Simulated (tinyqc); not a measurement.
Trench capacitor in an array: capacitance, non-linearity, leakage and relaxation: one step of the calculation.

A film between two metal electrodes, each interface adding a series capacitance ci. The small-signal permittivity is ek (1 + aq E^2); the field is found with the linear permittivity. Leakage J = J0 sinh(E/Ef). After a voltage step the film passes a relaxation current kr C V tt^(-nr), tt being the time in seconds. The sidewall is a coaxial capacitor with radii a = dm/2 - t and b = dm/2, depth AR dm; the end face is left out.

Problem. Planar capacitance, field and non-linearity. Planar film: Cf = eps0 ek/t, 1/C = 1/Cf + 2/ci, EOT = 3.9 eps0/C, effective permittivity C t/eps0, E = (V/t) C/Cf; quadratic coefficient [C(V)/C - 1]/V^2 with Cf (1 + aq E^2) in C(V).

Inputs (values chosen for the exercise); permittivity of the order of that of zirconium oxide:

| symbol | value | unit | meaning |
|---|---|---|---|
| ek | 33.3 |  | relative permittivity of the film |
| t | 14 | nm | film thickness |
| ci | 47 | uF/cm^2 | capacitance of each electrode interface (dead layer and screening) |
| aq | 0.008 | cm^2/MV^2 | quadratic field coefficient of the permittivity |
| V | 0.8 | V | bias |
| J0 | 2.8e-10 | A/cm^2 | leakage prefactor |
| Ef | 0.39 | MV/cm | field for an e-fold rise of the leakage |

Constants: eps0 = 8.8541878128e-14 F/cm where lengths are in cm. Results are converted to the units shown.

Wanted: Cf; C; EOT; effective permittivity; E; quadratic coefficient; J.

Solution.

Cf = 2.1060 uF/cm^2
C = 1.9328 uF/cm^2
EOT = 1.7866 nm
effective permittivity = 30.561
E = 0.52443 MV/cm
quadratic coefficient = 3154.5 ppm/V^2
J = 5.0069e-10 A/cm^2

The interfaces take 8.22 % of the voltage.

tinyqc, about 0.01 s, one thread, Intel Xeon 2.30GHz (shared host): `OMP_NUM_THREADS=1 python tinyqc.py 2102154 2102155 out.jsonl`
